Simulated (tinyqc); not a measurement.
# Composition from the perpendicular lattice constant

Question. The layer is x parts of the first compound and 1 - x of the second, grown coherently on the second as substrate and barrier. Rows of the table: lattice constant a, average valence level Ea on an absolute scale, spin-orbit splitting so, gaps at Gamma, X and L, hydrostatic deformation potentials av and ac (Gamma), shear potential b, elastic constants, electron and heavy-hole (along z) masses. All are interpolated linearly in x; gaps get -C x (1 - x), taken wholly in the conduction band; real line-ups can differ from this model by 0.1 eV or more. In-plane strain e = (a_substrate - a)/a, e_z = -2 (c12/c11) e, volume change 2 e + e_z. X-ray diffraction gives a_z = a (1 + e_z) of the coherent layer. Find x, e and the relaxed Gamma gap.

Values chosen for this exercise: bowing of the Gamma gap CG = 0.19 eV; bowing of the X gap CX = 0.24 eV; bowing of the L gap CL = 0.16 eV.

Binary compounds, values chosen for the exercise:
```
              close to GaP  close to GaAs
a (angstrom)         5.451          5.653
Ea (eV)               -7.4          -6.92
so (eV)             0.0805           0.34
EG (eV)               2.78           1.44
EX (eV)               2.28           1.91
EL (eV)               2.62           1.71
av (eV)               1.68           1.15
ac (eV)              -7.14          -7.15
b (eV)               -1.78          -1.69
c11 (GPa)              142            117
c12 (GPa)             61.4           53.3
me (m0)              0.131         0.0665
mh (m0)              0.333          0.355
```

lattice constant along the growth direction = 5.60683411 angstrom

Answer. a_z changes steadily with x, about (1 + 2 c12/c11) times as fast as the relaxed lattice constant, so one composition matches.

x = 0.120
e = 0.431 %
relaxed Gamma gap = 1.58 eV

tinyqc, about 0.01 s, one thread, Intel Xeon 2.30GHz (shared host): `OMP_NUM_THREADS=1 python tinyqc.py 2690089 2690090 out.jsonl`
